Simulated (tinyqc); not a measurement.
Pariser-Parr-Pople SCF with singles CI, for the molecule Fc1cnc2[nH]cnc2n1 (SMILES; centres numbered as the heavy atoms are written), step by step. One step of it, computed by the program tinyqc.

Question. Iteration 2: Fock matrix. F_rr = H_rr + P_rr gamma_rr / 2 + sum_(s != r) P_ss gamma_rs; F_rs = H_rs - P_rs gamma_rs / 2; E = tr P (H + F) / 2 + core repulsion sum_(r<s) z_r z_s gamma_rs.

P after iteration 1, lower triangle:
```
,1F,2C,3C,4N,5C,6N,7C,8N,9C,10N
1F,1.979138
2C,0.147308,0.939407
3C,-0.073278,0.583342,0.809856
4N,-0.024947,0.131195,0.676218,1.183040
5C,0.048787,-0.299456,-0.126416,0.583638,1.145294
6N,-0.010376,0.070384,-0.067220,-0.110737,0.327189,1.712451
7C,-0.014418,0.082823,0.164751,-0.054171,-0.246234,0.502489,0.699932
8N,0.014325,-0.074216,0.099107,0.065809,-0.190205,-0.184007,0.652875,1.298155
9C,0.008701,-0.091709,-0.255858,-0.003722,0.515510,-0.149867,0.004745,0.571343,0.985014
10N,-0.097397,0.691266,0.003520,-0.313587,0.079267,0.047504,-0.180841,-0.145963,0.526668,1.247713
```

core matrix H (eV), lower triangle:
```
,1F,2C,3C,4N,5C,6N,7C,8N,9C,10N
1F,-72.294327
2C,-2.100000,-56.746691
3C,0.000000,-2.390000,-53.091884
4N,0.000000,0.000000,-2.510000,-56.971562
5C,0.000000,0.000000,0.000000,-2.510000,-58.988571
6N,0.000000,0.000000,0.000000,0.000000,-2.240000,-63.746576
7C,0.000000,0.000000,0.000000,0.000000,0.000000,-2.240000,-51.555517
8N,0.000000,0.000000,0.000000,0.000000,0.000000,0.000000,-2.510000,-55.387842
9C,0.000000,0.000000,0.000000,0.000000,-2.390000,0.000000,0.000000,-2.510000,-57.848477
10N,0.000000,-2.510000,0.000000,0.000000,0.000000,0.000000,0.000000,0.000000,-2.510000,-58.445173
```

repulsion gamma_rs (eV), lower triangle:
```
,1F,2C,3C,4N,5C,6N,7C,8N,9C,10N
1F,21.400000
2C,6.301220,11.130000
3C,4.350548,5.347034,11.130000
4N,3.158929,3.941119,5.477100,12.300000
5C,2.831627,3.517391,3.871896,5.474933,11.130000
6N,2.274444,2.763332,2.991948,4.057928,5.922692,16.800000
7C,2.104214,2.429919,2.429946,2.953336,4.046721,5.924104,11.130000
8N,2.469647,2.873712,2.662323,3.024684,4.121538,4.424840,5.478760,12.300000
9C,3.137568,3.871896,3.517605,3.940626,5.347034,4.368795,4.046743,5.476707,11.130000
10N,4.391686,5.476517,3.940987,3.626052,3.940419,3.144047,2.953453,3.861141,5.475138,12.300000
```

Centres (angstrom, eV; a flat drawing with bonds scaled to 1.40 angstrom):
```
centre,x,y,core charge z,W,gamma_rr
1F,-3.206000,0.690000,2,39.000000,21.400000
2C,-1.887000,0.221000,1,11.160000,11.130000
3C,-1.633000,-1.155000,1,11.160000,11.130000
4N,-0.314000,-1.624000,1,14.100000,12.300000
5C,0.752000,-0.715000,1,11.160000,11.130000
6N,2.140000,-0.899000,2,25.600000,16.800000
7C,2.743000,0.364000,1,11.160000,11.130000
8N,1.729000,1.328000,1,14.100000,12.300000
9C,0.498000,0.661000,1,11.160000,11.130000
10N,-0.822000,1.130000,1,14.100000,12.300000
```

Give: F; pi energy.

Answer.

F (eV), lower triangle:
```
,1F,2C,3C,4N,5C,6N,7C,8N,9C,10N
1F,-17.551
2C,-2.564,-5.216
3C,0.159,-3.950,-5.375
4N,0.039,-0.259,-4.362,-7.687
5C,-0.069,0.527,0.245,-4.108,-5.585
6N,0.012,-0.097,0.101,0.225,-3.209,-10.141
7C,0.015,-0.101,-0.200,0.080,0.498,-3.728,-6.188
8N,-0.018,0.107,-0.132,-0.100,0.392,0.407,-4.298,-7.738
9C,-0.014,0.178,0.450,0.007,-3.768,0.327,-0.010,-4.075,-4.631
10N,0.214,-4.403,-0.007,0.569,-0.156,-0.075,0.267,0.282,-3.952,-7.084
```

pi energy = -204.450 eV
